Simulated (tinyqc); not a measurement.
Worked calculation: coherent transport through a tight-binding region between two chains. Computed by tinyqc, a small Python program that keeps every step. Settings: temperature = 300, mu = 0.16. Command: `OMP_NUM_THREADS=1 python tinyqc.py 24011 24012 out.jsonl` (the two numbers bound the seeds that draw the settings). One thread of a shared host (Intel(R) Xeon(R) Processor @ 2.60GHz), about 0.1 s of CPU time with the checks.

## Transmission at E = 0.46 eV

H of the central region (eV):
```
,1,2,3
1,0.000000,-1.700000,0.000000
2,-1.700000,0.000000,-0.870000
3,0.000000,-0.870000,0.000000
```

Leads: semi-infinite chains with site energy 0:
```
parameter,value
lead hopping t (eV),2.520000
coupling to the left lead (eV),0.830000
coupling to the right lead (eV),0.470000
left contact site,1
right contact site,3
```

E = 0.460000 eV

Surface Green function g = (E - i sqrt(4 t^2 - E^2)) / (2 t^2); self-energy tc^2 g on each contact site; G = (E - H - Sigma)^(-1); Gamma = -2 Im Sigma; T = Gamma_L Gamma_R |G_LR|^2; local density of states -Im G_ii / pi.

g = 0.036218-0.395169i 1/eV

G (1/eV):
```
,1,2,3
1,0.326521-0.106438i,0.487630-0.025049i,-0.895857+0.221227i
2,0.487630-0.025049i,-0.128801-0.071677i,0.264686+0.086845i
3,-0.895857+0.221227i,0.264686+0.086845i,1.610576-0.478201i
```

local density of states (1/eV): 0.033880  0.022816  0.152216

transmission = 0.080940

## Transmission across the band

The same steps on a grid of energies.

T(E):
```
E (eV),T
-4.78800000,2.83e-06
-4.30920000,0.000016
-3.83040000,0.000059
-3.35160000,0.000218
-2.87280000,0.000993
-2.39400000,0.008343
-1.91520000,0.259638
-1.43640000,0.033495
-0.95760000,0.029569
-0.47880000,0.075815
0.00000000,0.989829
0.47880000,0.075815
0.95760000,0.029569
1.43640000,0.033495
1.91520000,0.259638
2.39400000,0.008343
2.87280000,0.000993
3.35160000,0.000218
3.83040000,0.000059
4.30920000,0.000016
4.78800000,2.83e-06
```

levels of the isolated region (eV): -1.909686  0.000000  1.909686

## Current

I = (2e/h) int T(E) [f(E - mu - V/2) - f(E - mu + V/2)] dE at 300 K with mu = 0.16 eV, the bias not changing H; 2e^2/h = 77.48092 microsiemens; the integral runs over the band on 4001 points.

Current:
```
V (volt),I (microampere)
0.010000,0.327035
0.050000,1.643088
0.100000,3.333903
0.200000,6.994497
0.400000,14.991219
0.800000,24.228803
```
